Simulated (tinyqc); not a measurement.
From results back to parameters: linear model of a band gap against the share of exact exchange. Three cases, with inputs chosen for the exercise.

Problem. Gap and optical dielectric constant were computed at two shares alpha. They follow E = E0 + S alpha and eps = 1 + (e0 - 1)(EP/(EP + S alpha))^2.

Case 1.

Values chosen (out of a larger set: of the order of those of diamond; not measured data): al12 = (0.15, 0.3) (two shares of exact exchange).

gaps (eV): 5.11900  6.14800

eps: 5.778743  5.438232

Case 2.

Values chosen (out of a larger set: of the order of those of AlN; not measured data): al12 = (0.15, 0.25) (two shares of exact exchange).

gaps (eV): 5.32400  6.14000

eps: 4.699553  4.438808

Case 3.

Values chosen (out of a larger set: of the order of those of InP; not measured data): al12 = (0.15, 0.35) (two shares of exact exchange).

gaps (eV): 1.44000  2.48000

eps: 9.160315  7.880474

Find: S; E0; EP; e0.

Solution. The two gaps give S and E0. With q = sqrt((eps1 - 1)/(eps2 - 1)) = (EP + S alpha2)/(EP + S alpha1), EP = S (alpha2 - q alpha1)/(q - 1); e0 follows from either eps.

Case 1.

S = 6.86 eV
E0 = 4.09 eV
EP = 26.3 eV
e0 = 6.16

Case 2.

S = 8.16 eV
E0 = 4.10 eV
EP = 20.7 eV
e0 = 5.15

Case 3.

S = 5.20 eV
E0 = 0.66 eV
EP = 10.9 eV
e0 = 10.37

Computed by tinyqc, one run a case: `OMP_NUM_THREADS=1 python tinyqc.py N N+1 out.jsonl` with N = 1880093, 1880127, 1880162; one thread of a shared Intel(R) Xeon(R) Processor @ 2.30GHz, about 0.01 s a run at most.
